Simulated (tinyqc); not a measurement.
Inside a calculation. Method: Hubbard ring of 3 sites. Computed by tinyqc, a small Python program that keeps every step. Settings: hopping = 0.86, U = 10.1, mixing = 1, iteration cap = 76. Command: `OMP_NUM_THREADS=1 python tinyqc.py 28718 28719 out.jsonl` (the two numbers bound the seeds that draw the settings). One thread of a shared host (Intel(R) Xeon(R) Processor @ 2.60GHz), about 0.2 s of CPU time with the checks. Later iterations appear only in the table of the cycle.

## Mean-field iteration 1

one-body matrix (hopping and site energies) (eV), order 1, 2, 3:
$$\begin{pmatrix}
0.000000 & -0.860000 & -0.860000 \\
-0.860000 & 0.000000 & -0.860000 \\
-0.860000 & -0.860000 & 0.000000
\end{pmatrix}$$

U = 10.100000 eV

electrons, up and down: [1, 1]

mixing = 1

n(up) at the start (a guess, not normalised): 1 0.333000, 2 0.333000, 3 0.333000

n(down) at the start (a guess): 1 0.333000, 2 0.333000, 3 0.333000

H(up) = T + U n(down), H(down) = T + U n(up); fill the lowest levels; n(new) = n + mixing (n(out) - n); E = tr T (rho up + rho down) + U sum n_up n_down of the output.

levels, up (eV): [1.643300, 4.223300, 4.223300]

levels, down (eV): [1.643300, 4.223300, 4.223300]

energy = -0.073333 eV

n(up) after iteration 1: 1 0.333333, 2 0.333333, 3 0.333333

n(down) after iteration 1: 1 0.333333, 2 0.333333, 3 0.333333

## Mean-field iteration 2

As before.

levels, up (eV): [1.646667, 4.226667, 4.226667]

levels, down (eV): [1.646667, 4.226667, 4.226667]

energy = -0.073333 eV

n(up) after iteration 2: 1 0.333333, 2 0.333333, 3 0.333333

n(down) after iteration 2: 1 0.333333, 2 0.333333, 3 0.333333

## Convergence

Each step fills the lowest levels of T + U n(other spin) and sets n(new) = n + mixing (n(out) - n); stop when output and input agree to 1e-8.

Course of the cycle:
```
iteration       E (eV)  largest |n(out) - n(in)|  mean |n_up - n_down|
1          -0.07333333                  3.33e-04              0.000000
2          -0.07333333                  5.55e-16              0.000000
```

local moments n_up - n_down: 1 0.000000, 2 0.000000, 3 0.000000

Converged in 2 iterations. But random starts reach -1.33480 eV, so this is another stationary point, not the lowest one. Reruns (cap 100 unless said): mixing 0.2: converged in 48 to a higher stationary point (E = -0.07333); mixing 0.5: converged in 17 to a higher stationary point (E = -0.07333); mixing 0.9: converged in 6 to a higher stationary point (E = -0.07333). Before convergence this energy mixes input and output and is not variational, so it may rise towards its limit.

## The many-body Hamiltonian

Basis: all placements (u, d, 2, 0 on each site), up operators ordered before down ones; hops carry the sign of the same-spin electrons passed.

H (eV):
```
           200        ud0        u0d        du0        020        0ud        d0u        0du
200  10.100000  -0.860000  -0.860000  -0.860000   0.000000   0.000000  -0.860000   0.000000
ud0  -0.860000   0.000000  -0.860000   0.000000  -0.860000   0.000000   0.000000  -0.860000
u0d  -0.860000  -0.860000   0.000000   0.000000   0.000000  -0.860000   0.000000   0.000000
du0  -0.860000   0.000000   0.000000   0.000000  -0.860000  -0.860000  -0.860000   0.000000
020   0.000000  -0.860000   0.000000  -0.860000  10.100000  -0.860000   0.000000  -0.860000
0ud   0.000000   0.000000  -0.860000  -0.860000  -0.860000   0.000000   0.000000   0.000000
d0u  -0.860000   0.000000   0.000000  -0.860000   0.000000   0.000000   0.000000  -0.860000
0du   0.000000  -0.860000   0.000000   0.000000  -0.860000   0.000000  -0.860000   0.000000
002   0.000000   0.000000  -0.860000   0.000000   0.000000  -0.860000  -0.860000  -0.860000

           002
200   0.000000
ud0   0.000000
u0d  -0.860000
du0   0.000000
020   0.000000
0ud  -0.860000
d0u  -0.860000
0du  -0.860000
002  10.100000
```

## Exact diagonalisation (9 states)

Lowest levels of the sector, and the double occupancy of the lowest state.

lowest levels (eV): [-2.201001, -0.860000, -0.860000, 0.702595, 0.702595, 1.720000]

double occupancy per site = 0.012544

The mean-field solution above lies 2.1277 eV above the exact energy.

## The lowest level by Lanczos steps

From a random start vector (not printed): a_j = <q_j|H|q_j>, b_j = norm of the remainder after orthogonalising; the Ritz value is the lowest eigenvalue of the tridiagonal matrix of a and b so far.

Lanczos:
```
j   a_j (eV)  b_j (eV)  lowest Ritz value (eV)
1   2.178884  3.686593              2.17888397
2   6.913236  4.220634              0.16490803
3   0.838622  0.601883             -2.15993906
4   5.722861  4.854291             -2.18455705
5   5.347174  0.398394             -2.20059646
6  -0.800778         0             -2.20100149
```
